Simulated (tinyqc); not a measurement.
Koster-Slater impurity in a tight-binding band, by Green functions and by supercells: one step, computed by the program tinyqc. Command: `OMP_NUM_THREADS=1 python tinyqc.py 3008015 3008016 out.jsonl kosterslater walk`. One thread of a shared host (Intel(R) Xeon(R) Processor @ 2.30GHz), about 0.04 s of CPU time with the checks.

One orbital per site, e(k) = -2 t sum cos(k_i) over 3 direction(s), band from -6 t to 6 t, lattice constant 1. One site has the extra energy U. Spin is left out.

Problem. The level in the supercell. In a periodic cell of N sites along each direction with Bloch vector K, the level solves 1/U = N^-d sum_k 1/(E - e(k)), k_i = (2 pi m_i + K_i)/N, m_i = 0..N-1; the outermost root on the side of U is taken (bisection). d is the number of directions. Gamma means K_i = 0, the zone corner K_i = pi, the quarter point K_i = pi/2. The error is measured against the isolated level E_b.

Inputs (values chosen for the exercise, for a model band): hopping t = 0.92 eV; impurity potential U = -7 eV; supercell edge N = 3 sites.

Lattice: simple cubic.

level E_b = -7.768418 eV

Give: level at Gamma; level at the corner; level at the quarter point; error at Gamma; width between Gamma and the corner.

Solution.

level at Gamma = -7.900 eV

level at the corner = -7.650 eV

level at the quarter point = -7.768 eV

error at Gamma = -0.1313 eV

width between Gamma and the corner = 0.2501 eV

Images turn the level into a band 0.250 eV wide; the quarter point misses the isolated level by 7.6e-4 eV, far less than Gamma, because the leading hopping between images averages out there.
